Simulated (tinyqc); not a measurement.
What moves the results: two electrons on one impurity (helium-like model). A value that a table varies takes the place of the one given here.

Units Ha* = 2 Ry m/eps^2 and a* = a0 eps/m. One electron is bound by Z^2/2. Two electrons in the singlet built from exp(-a r) and exp(-b r): S = 8 (ab)^(3/2)/(a + b)^3, h_aa = a^2/2 - Z a, h_bb alike, h_ab = S (ab/2 - Z (a + b)/2), J = ab (a^2 + 3ab + b^2)/(a + b)^3, K = 20 (ab)^3/(a + b)^5, E = (h_aa + h_bb + 2 S h_ab + J + K)/(1 + S^2). For a = b this is a^2 - 2 Z a + 5a/8. Real double donors are deeper, since the central cell is left out.

Constants: e^2/(4 pi eps0) = 14.39964547 eV angstrom.

Parameters, chosen for this exercise (near those of impurities in Ge; shifted at random, so the results belong to these values and not to a real crystal): m = 0.17 m0 (one mean mass); eps = 15.6 (dielectric constant); Zs = (0.98, 1.05, 1.19, 1.52, 1.93, 2.62, 3.62) (charges); a_lat = 5.658 angstrom (lattice constant); Eg = 0.743 eV (gap); ED = 13.5 meV (donor binding); EA = 11.8 meV (acceptor binding); W0 = 0.16 x 1e7/s (rate at zero distance); kind = opposite (sublattices of donor and acceptor); shells = (335, 365, 520, 767, 962, 1769, 3014) (shell numbers).

## Effective charge

Ha* = 19.0086 meV

Binding of the first electron, of the second (-E - Z^2/2) with equal and with unequal orbitals, and U, the first less the second (unequal).

Results (meV):

| Z | first | second, equal | second, unequal | a/b | U | U/(Z Ha*) |
|---|---|---|---|---|---|---|
| 0.98 | 9.1 | -0.66 | 0.14 | 3.92 | 9.0 | 0.483 |
| 1.05 | 10.5 | -0.14 | 0.59 | 3.25 | 9.9 | 0.495 |
| 1.19 | 13.5 | 1.18 | 1.83 | 2.67 | 11.6 | 0.514 |
| 1.52 | 22.0 | 5.76 | 6.34 | 2.14 | 15.6 | 0.541 |
| 1.93 | 35.4 | 14.33 | 14.87 | 1.87 | 20.5 | 0.560 |
| 2.62 | 65.2 | 35.97 | 36.48 | 1.65 | 28.8 | 0.578 |
| 3.62 | 124.5 | 83.40 | 83.88 | 1.51 | 40.7 | 0.591 |

Equal orbitals bind a second electron only above Z = (5/16)/(1 - 1/sqrt2) = 1.067; unequal ones do so in 7 of the 7 rows. Their gain is 0.79 meV in the first row and 0.49 in the last, while the second binding grows to 84 meV, so the gain decides the matter only near Z = 1. U grows almost linearly with Z: U/(Z Ha*) goes from 0.483 to 0.591, towards 5/8, while the first binding grows as Z^2. Angular correlation is left out: at Z = 1 this function binds the second electron by 0.0133 Ha*, half the exact 0.0278.

## Pair lines (donor-acceptor pair recombination)

h nu = Eg - ED - EA + q/(eps R), q = e^2/(4 pi eps0); shell j lies at R = a_lat sqrt(j/2) for the same sublattice and a_lat sqrt(j/2 - 5/16) for opposite ones (on the same sublattice shells 14, 30, 46, 56, 62, ... are empty, where 2j has the form 4^a (8b + 7)); rate W = W0 exp(-2R/aD) with the donor radius aD = q/(2 eps ED). Polarisation and overlap terms, which matter for close pairs, are left out.

Energy, rate and lifetime for each shell.

Lines:

| shell | R (angstrom) | Coulomb (meV) | h nu (eV) | step to the next shell (meV) | 1/W (microsecond) |
|---|---|---|---|---|---|
| 335 | 73.16 | 12.6 | 0.7303 | 0.019 | 45.1 |
| 365 | 76.37 | 12.1 | 0.7298 | 0.017 | 54.5 |
| 520 | 91.18 | 10.1 | 0.7278 | 0.0097 | 130 |
| 767 | 110.76 | 8.3 | 0.7260 | 0.0054 | 407 |
| 962 | 124.05 | 7.4 | 0.7251 | 0.0039 | 886 |
| 1769 | 168.24 | 5.5 | 0.7232 | 0.0016 | 1.18e+04 |
| 3014 | 219.62 | 4.2 | 0.7219 | 0.00070 | 2.38e+05 |

limit for distant pairs = 0.7177 eV
aD = 34.2 angstrom

The lines crowd together, on average as R^-3: the step falls from 0.019 to 0.0007 meV, so distant pairs merge into a band. Close pairs emit higher and 5.26e+03 times faster over this table, so the band shifts to lower energy with delay and to higher energy with stronger pumping. All these lines lie below Eg, and R/aD runs from 2.1 up.

Program tinyqc; command `OMP_NUM_THREADS=1 python tinyqc.py 1282028 1282029 out.jsonl`; about 0.03 s on one thread of a shared Intel(R) Xeon(R) Processor @ 2.30GHz.
